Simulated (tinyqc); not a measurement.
## Reverse leakage of an n+-p junction: diffusion, generation, trap-assisted and band-to-band tunnelling: leakage components against the temperature

One-sided abrupt junction in the depletion approximation, x from the junction (0) to W on the p side, field F = F0 (1 - x/W). Flat quasi-Fermi levels, long p side. Traps generate through SRH with both lifetimes shortened by 1 + Gamma (Hurkx enhancement, form for moderate fields); band-to-band generation is local and needs a total bending above Eg.

Nc and Nv are given at 400 K and scale as (T/400 K)^1.5; all else is held fixed. ni = sqrt(Nc Nv) exp(-Eg/(2 Vt)), Eg in volts; Vbi = Vt ln(Na Nd/ni^2); W = sqrt(2 eps0 eps_r (Vbi + VR)/(q Na)); F0 = 2 (Vbi + VR)/W; FG = sqrt(24 mt m0 (kB T)^3)/(q hbar); J_diff = q ni^2 sqrt(Dn/tau)(1 - exp(-VR/Vt))/Na. u = (Vbi + VR)(1 - x/W)^2, p = Na exp(-u/Vt), n = Nd exp((u - Vbi - VR)/Vt); G0 = ni^2 (1 - exp(-VR/Vt))/(tau (n + p + 2 ni cosh(Et/Vt))); Gamma = 2 sqrt(3 pi)(F/FG) exp((F/FG)^2); trap-assisted part G0 Gamma; G_bb = Ab F^2.5 exp(-Bb/F) with F in V/cm, zero unless Vbi + VR > Eg. Currents are q times the integrals over 0 to W; J_bb under 1e-8 of J is printed as 0; rows with F0/FG above 2.2, beyond the range of this Gamma, are left out.

Parameters, values chosen for the exercise; band and dielectric values close to those of silicon:
```
symbol    value                 unit                                                         meaning
Eg          1.1                   eV                                                        band gap
eps_r      11.8                                                                relative permittivity
Nc      4.26e19                cm^-3  conduction-band density of states at the reference temperature
Nv       4.1e19                cm^-3     valence-band density of states at the reference temperature
Na       2.8e17                cm^-3                            acceptor density of the lighter side
Nd         5e19                cm^-3                               donor density of the heavier side
tau        4e-8                    s                     SRH lifetime of both carriers at zero field
Et            0                   eV                            trap level above the intrinsic level
mt         0.27                   m0                                                 tunnelling mass
Dn          7.7               cm^2/s              electron diffusion coefficient on the lighter side
Ab       3.3e14  cm^-0.5 V^-2.5 s^-1                                          band-to-band prefactor
Bb       1.84e7                 V/cm                                     band-to-band field constant
VR          2.7                    V                                                    reverse bias
```

Constants: q = 1.602176634e-19 C, kB = 1.380649e-23 J/K, hbar = 1.054571817e-34 J s, m0 = 9.1093837015e-31 kg, Vt = kB T/q, eps0 = 8.8541878128e-14 F/cm where lengths are in cm. Results are converted to the units shown.

Result of one run:
```
T (K),F0 (kV/cm),F0/FG,J_diff (A/cm^2),J_SRH (A/cm^2),J_TAT (A/cm^2),J_bb (A/cm^2),J (A/cm^2),largest part
340,562,1.21,4.22e-10,3.61e-6,3.58e-5,2.60e-11,3.94e-5,trap-assisted tunnelling
```

What becomes of these results when the temperature T is changed from 340 to 370 K, all else the same?

Result of the changed run:
```
T (K),F0 (kV/cm),F0/FG,J_diff (A/cm^2),J_SRH (A/cm^2),J_TAT (A/cm^2),J_bb (A/cm^2),J (A/cm^2),largest part
370,560,1.07,1.14e-8,1.90e-5,1.37e-4,2.36e-11,1.56e-4,trap-assisted tunnelling
```

The whole series:
```
T (K),F0 (kV/cm),F0/FG,J_diff (A/cm^2),J_SRH (A/cm^2),J_TAT (A/cm^2),J_bb (A/cm^2),J (A/cm^2),largest part
250,566,1.94,2.26e-16,2.58e-9,1.63e-7,3.40e-11,1.65e-7,trap-assisted tunnelling
280,564,1.63,7.55e-14,4.75e-8,1.27e-6,3.12e-11,1.32e-6,trap-assisted tunnelling
310,563,1.40,8.45e-12,5.06e-7,7.62e-6,2.85e-11,8.13e-6,trap-assisted tunnelling
340,562,1.21,4.22e-10,3.61e-6,3.58e-5,2.60e-11,3.94e-5,trap-assisted tunnelling
370,560,1.07,1.14e-8,1.90e-5,1.37e-4,2.36e-11,1.56e-4,trap-assisted tunnelling
400,559,0.947,1.92e-7,7.85e-5,4.39e-4,2.13e-11,5.18e-4,trap-assisted tunnelling
430,557,0.847,2.21e-6,2.69e-4,0.00122,1.91e-11,0.00149,trap-assisted tunnelling
```

J rises from 1.65e-7 to 0.00149 A/cm^2. Trap-assisted tunnelling leads at T = 250 and in all other rows. Activation energies over the table: 1.18 eV for diffusion (Eg = 1.1 eV, raised by the T^3 of ni^2), 0.595 eV for SRH generation (Eg/2 + |Et| = 0.550 eV), 0.459 eV for the trap-assisted part, lower since Gamma grows on cooling; the total shows 0.418 eV at the cold end and 0.522 eV at the hot end.

Range of the model: The n+ side is degenerate, so Vbi from Boltzmann statistics is only a guide.

tinyqc, about 0.01 s, one thread, Intel Xeon 2.30GHz (shared host): `OMP_NUM_THREADS=1 python tinyqc.py 2290071 2290072 out.jsonl`
